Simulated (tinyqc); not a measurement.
Inside a calculation: short-period [001] superlattice in sp3s* tight binding. Values are carried at full precision from step to step, so a last printed digit may differ when a step is redone from the rounded ones.

sp3s* tight binding, nearest neighbours only: anion (a) at 0, cation (c) at a/4 (1,1,1), orbitals s, px, py, pz, s* on each; k in units of 2 pi/a. With phases e_j = exp(i (pi/2) k.n_j) for n = (1,1,1), (1,-1,-1), (-1,1,-1), (-1,-1,1): g0 = (e1+e2+e3+e4)/4, g1 = (e1+e2-e3-e4)/4, g2 = (e1-e2+e3-e4)/4, g3 = (e1-e2-e3+e4)/4. The diagonal holds the levels Esa, Epa, Exa (s*) and Esc, Epc, Exc. Anion-cation block: <sa|sc> = Vss g0; <sa|xc> = Vsapc g1; <xa|sc> = -Vscpa g1; <xa|xc> = Vxx g0; <xa|yc> = <ya|xc> = Vxy g3, <xa|zc> = <za|xc> = Vxy g2, <ya|zc> = <za|yc> = Vxy g1; <s*a|xc> = Vxapc g1; <xa|s*c> = -Vpaxc g1; y and z take g2 and g3 in place of g1; s-s* and s*-s* vanish.

Values chosen for the exercise (A near a published set for GaAs, B for AlAs; shifted at random, so the results belong to these values and not to a real crystal): pA = (-8.332, 1.038, -2.66, 3.67, 8.611, 6.741, -6.456, 1.951, 5.084, 4.482, 5.768, 4.837, 4.805) eV (order Esa, Epa, Esc, Epc, Exa, Exc, Vss, Vxx, Vxy, Vsapc, Vscpa, Vxapc, Vpaxc); pB = (-7.546, 0.981, -1.164, 3.578, 7.475, 6.708, -6.659, 1.883, 4.292, 5.104, 5.51, 4.51, 4.99) eV (the same for B); dEv = 0.54 eV (valence offset: Ev(B) lies this far below Ev(A)); n = 1 (monolayers of A); m = 1 (monolayers of B).

## Band line-up of the two bulk crystals

Edges on the common scale: Ev, the conduction level at Gamma, the minimum on (kx,0,0) for kx from 0.5 to 1, and the level at X.

Edges (eV):
```
crystal,Ev,Gamma,Delta minimum,X
A,0.0000,1.5548,2.0429,2.0429
B,-0.5400,2.4969,1.7350,1.7645
```

For Gamma electrons A is the well, 0.942 eV deep; for X electrons B is, 0.278 eV deep; holes sit in A.

## Shifted levels

Planes alternate anion, cation along [001], a/4 apart; at zero in-plane momentum s, pz, s* form one block. All levels of A are shifted so that its Ev (lower root of [[Epa, Vxx], [Vxx, Epc]]) is 0, and those of B so that its Ev is -dEv. A monolayer is an anion plane and the cation plane above it; an anion between unlike cations takes the mean of the two anion levels; each bond takes the couplings of its cation. Block from an anion to the cation above: U with Vss/2 (s,s), Vsapc/2 (s,z), -Vscpa/2 (z,s), Vxx/2 (z,z), Vxapc/2 (s*,z), -Vpaxc/2 (z,s*); to the cation below: the same with the s-z and s*-z signs reversed. The cell of n + m monolayers is closed with the phase exp(2 pi i q). No spin-orbit coupling. In this block 2 (n + m) levels are filled.

Parameters in the order Esa, Epa, Esc, Epc, Exa, Exc, Vss, Vxx, Vxy, Vsapc, Vscpa, Vxapc, Vpaxc. Find Ev of each set and shift the levels.

Ev before the shift (eV): A 0.0006, B -0.0078

Levels (eV):
```
plane,s,p,s*
anion A,-8.3326,1.0374,8.6104
cation A,-2.6606,3.6694,6.7404
anion B,-8.0782,0.4488,6.9428
cation B,-1.6962,3.0458,6.1758
interface anion,-8.2054,0.7431,7.7766
```

## The matrix for n = 1, m = 1 at q = 0

Planes in the order a1, c1, a2, c2, ...; the A cations come first.

H (eV):
```
,sa1,za1,*a1,sc1,zc1,*c1,sa2,za2,*a2,sc2,zc2,*c2
sa1,-8.205,0,0,-3.228,2.241,0,0,0,0,-3.329,-2.552,0
za1,0,0.743,0,-2.884,0.976,-2.402,0,0,0,2.755,0.942,2.495
*a1,0,0,7.777,0,2.418,0,0,0,0,0,-2.255,0
sc1,-3.228,-2.884,0,-2.661,0,0,-3.228,2.884,0,0,0,0
zc1,2.241,0.976,2.418,0,3.669,0,-2.241,0.976,-2.418,0,0,0
*c1,0,-2.402,0,0,0,6.740,0,2.402,0,0,0,0
sa2,0,0,0,-3.228,-2.241,0,-8.205,0,0,-3.329,2.552,0
za2,0,0,0,2.884,0.976,2.402,0,0.743,0,-2.755,0.942,-2.495
*a2,0,0,0,0,-2.418,0,0,0,7.777,0,2.255,0
sc2,-3.329,2.755,0,0,0,0,-3.329,-2.755,0,-1.696,0,0
zc2,-2.552,0.942,-2.255,0,0,0,2.552,0.942,2.255,0,3.046,0
*c2,0,2.495,0,0,0,0,0,-2.495,0,0,0,6.176
```

## Levels of the small cell

Diagonalise (s, pz, s* block of a cell with n = 1, m = 1; px and py are apart). The lowest 4 levels are filled. Give the share of the cation weight of the lowest empty level that lies on the A cations, c1.

levels (eV): -12.415  -10.097  -7.274  -0.268  1.879  1.907  2.396  4.371  6.462  7.777  10.049  11.116

share on A cations = 0.817

The lowest empty level is number 5, at 1.879 eV.

## Checks

- Cell of two equal monolayers against the bulk levels at Gamma and X: they agree to 1e-10 or better.

(tinyqc, `OMP_NUM_THREADS=1 python tinyqc.py 1481876 1481877 out.jsonl`, Intel(R) Xeon(R) Processor @ 2.30GHz, 1 thread, shared host, about 0.4 s.)
